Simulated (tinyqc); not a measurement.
What each parameter does: exciton in an atomically thin sheet (Rytova-Keldysh potential).

Relative motion in the plane with V(k) = -2 pi q/(k (kap + r0 k)), q = e^2/(4 pi eps0), c = hbar^2/2m0. Normalised Gaussians exp(-a_i r^2): with A = a_i + a_j, S_ij = 2 sqrt(a_i a_j)/A, T_ij = (4c/mu)(a_i a_j/A) S_ij, V_ij = -q S_ij times the integral over k from 0 to infinity of exp(-k^2/4A)/(kap + r0 k).

Converged values use 20 Gaussians with exponents 2^i/b^2, i = -11 to 8, b the larger of a0 kap/(2 mu) and sqrt(a0 r0/mu), a0 = 0.5291772 angstrom; p states use r exp(i theta) exp(-a r^2).

Constants: hbar^2/2m0 = 3.80998211 eV angstrom^2; e^2/(4 pi eps0) = 14.39964547 eV angstrom.

Inputs chosen for the exercise (near those of a WS2 monolayer; the results hold for these values, not for the real material):
```
symbol  value  unit      meaning
me      0.309  m0        electron mass
mh      0.398  m0        hole mass
kap     5.2              mean dielectric constant of the surroundings
r0      36.9   angstrom  screening length of the sheet
Eg      2.213  eV        gap, in these surroundings
```

1/mu = 1/me + 1/mh; converged values. Eg is held fixed when kap or r0 changes: the shrinking of the gap by stronger screening, which offsets most of the shift of the 1s line, is left out.

One parameter was then changed.

Results before and after:
```
case     1s binding (meV)  2s - 1s (meV)  2s - 2p (meV)  1s line (eV)
base                141.0          113.2            7.2         2.072
changed             141.0          113.2            7.2         2.179
```

Which of these changes was made? (a) kap = 6.76; (b) me = 0.371 m0; (c) r0 = 44.3 angstrom; (d) Eg = 2.32 eV; (e) mh = 0.318 m0.

Answer: (d) Eg = 2.32 eV. Of the candidates, run in turn, only this one gives the changed row.

All candidates:
```
case                1s binding (meV)  2s - 1s (meV)  2s - 2p (meV)  1s line (eV)
base                           141.0          113.2            7.2         2.072
me = 0.371 m0                  149.0          118.9            8.0         2.064
mh = 0.318 m0                  132.8          107.3            6.4         2.080
kap = 6.76                     103.0           85.1            3.9         2.110
r0 = 44.3 angstrom             130.0          103.2            7.3         2.083
Eg = 2.32 eV                   141.0          113.2            7.2         2.179
```

(tinyqc, `OMP_NUM_THREADS=1 python tinyqc.py 1280873 1280874 out.jsonl`, Intel(R) Xeon(R) Processor @ 2.30GHz, 1 thread, shared host, about 0.02 s.)
